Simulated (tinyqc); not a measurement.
Small-signal admittance of a forward-biased p+-n diode: one step of the calculation.

Holes injected into a neutral base of width wb with an ohmic contact at its end; low injection, p0 far above the equilibrium density. A small voltage v exp(i w t), w = 2 pi f, modulates the edge density by p0 v/Vt, and the small-signal density obeys Dp d2p/dx2 = (1/tau + i w) p.

Task. Closed-form admittance. L = sqrt(Dp tau); direct current J = (q Dp p0/L) coth(wb/L); k = sqrt(1 + i w tau)/L; diffusion admittance Y = (q Dp p0/Vt) k coth(k wb) = G + i w C_diff; junction capacitance C_j = sqrt(q eps0 eps_r Nd/(2 Vr)) in the depletion approximation, with the remaining barrier Vr = Vt ln(Na/p0), a rough value under forward bias; base-width modulation is left out.

Inputs (values chosen for the exercise); permittivity close to that of silicon: temperature T = 350 K; relative permittivity eps_r = 11.7; donor density of the base Nd = 1.9e16 cm^-3; hole diffusion coefficient Dp = 10 cm^2/s; hole lifetime tau = 1e-8 s; width of the neutral base wb = 5.1 um; excess hole density at the junction edge p0 = 1.4e15 cm^-3; acceptor density of the p+ side Na = 5e19 cm^-3; signal frequency f = 4.6e6 Hz.

Constants: q = 1.602176634e-19 C, kB = 1.380649e-23 J/K, Vt = kB T/q, eps0 = 8.8541878128e-14 F/cm where lengths are in cm. Results are converted to the units shown.

Wanted: L; J; k wb; Y; C_diff; C_j.

Result.

L = 3.162 um
J = 7.680 A/cm^2
k wb = 1.629+0.231i
Y = 255.6+27.3i S/cm^2
C_diff = 0.9445 uF/cm^2
C_j = 0.07062 uF/cm^2

G is 1.00 times its low-frequency value J/Vt, and C_diff is 13.4 times C_j.

tinyqc, about 0.01 s, one thread, Intel Xeon 2.30GHz (shared host): `OMP_NUM_THREADS=1 python tinyqc.py 2890107 2890108 out.jsonl`
